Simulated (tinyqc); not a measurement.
Three ways to the same curve: density of states of one tight-binding band on the simple cubic lattice.

E(k) = -2 t (c1 + c2 + c3) - 4 t2 (c1 c2 + c2 c3 + c3 c1) with ci = cos(2 pi ki); k in fractions of the reciprocal vectors, mesh k_i = j/N with j = 0 .. N-1. Densities are per cell and per spin, so the band holds one state.

Each cube of the mesh, corners numbered 0 to 7 as the binary number (i j l), is cut into six tetrahedra around the diagonal 0-7: 0137, 0157, 0237, 0267, 0457, 0467. For corner energies e1 <= e2 <= e3 <= e4 and eij = ei - ej, the share of the tetrahedron below E is n = (E - e1)^3/(e21 e31 e41) for e1 < E < e2; n = [e21^2 + 3 e21 x + 3 x^2 - (e31 + e42) x^3/(e32 e42)]/(e31 e41) with x = E - e2 for e2 < E < e3; n = 1 - (e4 - E)^3/(e41 e42 e43) for e3 < E < e4; its density of states is g = dn/dE.

Gaussian broadening: g(E) = mean over the mesh of exp(-(E - E_k)^2/(2 sigma^2))/(sigma sqrt(2 pi)), n(E) = mean of erfc((E_k - E)/(sigma sqrt 2))/2.

Values chosen for the exercise:

| symbol | value | unit | meaning |
|---|---|---|---|
| t | 0.47 | eV | nearest hopping |
| t2 | -0.08 | eV | second hopping |
| N2 | 10 |  | mesh points along each axis in this comparison |
| sigma | 0.094 | eV | Gaussian width |

N = N2 here; the reference is the linear method with N = 36.

g(E) (1/eV):

| E (eV) | reference | linear tetrahedra | Gaussian, sigma | Gaussian, sigma/4 | reference n(E) |
|---|---|---|---|---|---|
| -1.347 | 0.304 | 0.286 | 0.303 | 0.374 | 0.097 |
| -0.834 | 0.357 | 0.364 | 0.375 | 0.175 | 0.290 |
| 0.192 | 0.289 | 0.299 | 0.397 | 0.321 | 0.616 |
| 0.704 | 0.218 | 0.231 | 0.342 | 0.659 | 0.756 |
| 1.217 | 0.135 | 0.138 | 0.085 | 0.011 | 0.843 |
| 1.730 | 0.094 | 0.093 | 0.090 | 0.221 | 0.901 |
| 2.243 | 0.068 | 0.067 | 0.096 | 0.012 | 0.942 |
| 2.755 | 0.047 | 0.045 | 0.029 | 0.002 | 0.971 |
| 3.268 | 0.029 | 0.028 | 0.038 | 0.001 | 0.991 |

Give the missing row, E (eV) = -0.321.

Computed row:
```
E (eV)  reference  linear tetrahedra  Gaussian, sigma  Gaussian, sigma/4  reference n(E)
-0.321      0.315              0.323            0.347              0.771           0.462
```

Root-mean-square errors against the reference: 0.0083 for linear tetrahedra, 0.0567 for sigma and 0.2186 for sigma/4. The narrow Gaussian is worse than the wide one, because it resolves the separate mesh levels. The reference is highest at -0.834 eV of the energies listed, and half filling lies between -0.321 and 0.192 eV.

tinyqc: `OMP_NUM_THREADS=1 python tinyqc.py 1682187 1682188 out.jsonl`; about 0.2 s, one thread, shared Intel(R) Xeon(R) Processor @ 2.30GHz.
